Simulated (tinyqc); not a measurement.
Finite square well with mass mismatch (envelope functions), step by step. Values are carried at full precision from step to step, so a last printed digit may differ when a step is redone from the rounded ones.

A square well of width L and depth V0, mass mw inside and mb outside, energies from the bottom of the well, c = hbar^2/2m0. k = sqrt(mw E/c), kappa = sqrt(mb (V0 - E)/c). psi and psi'/m are continuous at the walls (BenDaniel-Duke), so level n solves k L + 2 atan[(k/mw)/(kappa/mb)] = n pi.

Constants: hbar^2/2m0 = 3.80998211 eV angstrom^2.

Parameters, chosen for this exercise (near those of a GaAs well in AlGaAs; not measured data): L = 106 angstrom (well width); V0 = 0.203 eV (barrier height); mw = 0.0652 m0 (mass in the well); mb = 0.0878 m0 (mass in the barrier); alpha_w = 0.58 1/eV (non-parabolicity in the well); alpha_b = 0.68 1/eV (non-parabolicity in the barrier).

## How many levels are bound

At E = V0 the arctangent equals pi/2, so level n is bound if k0 L > (n - 1) pi with k0 = sqrt(mw V0/c). Compare with the infinitely deep well, E1(hard) = c (pi/L)^2/mw.

k0 = 0.05894 1/angstrom
k0 L/pi = 1.9887
number of bound levels = 2
E1(hard) = 0.0513 eV

The count does not depend on mb. One more level binds at L = 106.6 angstrom.

## The lowest level by bisection

f(E) = k L + 2 atan[(k/mw)/(kappa/mb)] - pi rises with E. Twelve halvings of [0, V0]: keep the half in which f changes sign.

Bisection:
```
step,low (eV),high (eV),midpoint (eV),k,kappa,f
1,0.00000,0.20300,0.10150,0.04168,0.04836,2.9952
2,0.00000,0.10150,0.05075,0.02947,0.05923,1.1628
3,0.00000,0.05075,0.02538,0.02084,0.06398,-0.1060
4,0.02538,0.05075,0.03806,0.02552,0.06165,0.5808
5,0.02538,0.03806,0.03172,0.02330,0.06283,0.2543
6,0.02538,0.03172,0.02855,0.02210,0.06341,0.0790
7,0.02538,0.02855,0.02696,0.02148,0.06369,-0.0122
8,0.02696,0.02855,0.02775,0.02179,0.06355,0.0338
9,0.02696,0.02775,0.02736,0.02164,0.06362,0.0109
10,0.02696,0.02736,0.02716,0.02156,0.06366,-0.0006
11,0.02716,0.02736,0.02726,0.02160,0.06364,0.0051
12,0.02716,0.02726,0.02721,0.02158,0.06365,0.0023
```

After twelve halvings the bracket is V0/4096 = 0.050 meV wide.

## Bound levels

Solve the condition for each n (six at most). With A = cos(kL/2) for even and sin(kL/2) for odd levels, the probability in the barriers is Pb = (A^2/kappa)/(A^2/kappa + L/2 +/- sin(kL)/(2k)), + for even.

Levels:
```
n,parity,E (eV),k (1/angstrom),kappa (1/angstrom),Pb
1,even,0.0272,0.02156,0.06366,0.0370
2,odd,0.1062,0.04263,0.04723,0.1637
```

The lowest level lies at 53 % of the infinite-well value and decays into the barrier over 1/kappa = 15.7 angstrom.

## Mass in the plane and density of states

To first order in the in-plane energy, 1/m_par = (1 - Pb)/mw + Pb/mb for each subband. Each adds a step D = m_par/(2 pi c) to the density of states per area (spin included, one valley); 1/angstrom^2 = 1e16/cm^2.

Subbands:
```
n,m_par (m0),D (1e13/(eV cm^2))
1,0.0658,2.750
2,0.0681,2.843
```

## Levels with energy-dependent masses

Non-parabolic bands: mw is replaced by mw (1 + alpha_w E) and mb by mb (1 - alpha_b (V0 - E)), in k, kappa and the matching condition alike.

Solve the same condition with the energy-dependent masses, and list the shift from the parabolic levels that exist in both.

Levels:
```
n,E (eV),mass inside,mass outside,shift (meV)
1,0.0278,0.0663,0.0773,0.6
2,0.1040,0.0691,0.0819,-2.2
3,0.1991,0.0727,0.0876,-
```

Level 1 moves by +0.6 meV and level 2 by -2.2 meV. The lighter mass deep in the barrier hardens the wall for low levels; the heavier mass in the well wins higher up. The heavier mass inside raises k at E = V0, which binds further levels (1 of them among the six at most that are listed).

## Checks

- Lowest level by finite differences (200 cells across the well) against the matching condition, eV: both 0.0272.

tinyqc: `OMP_NUM_THREADS=1 python tinyqc.py 1282210 1282211 out.jsonl`; about 0.01 s, one thread, shared Intel(R) Xeon(R) Processor @ 2.30GHz.
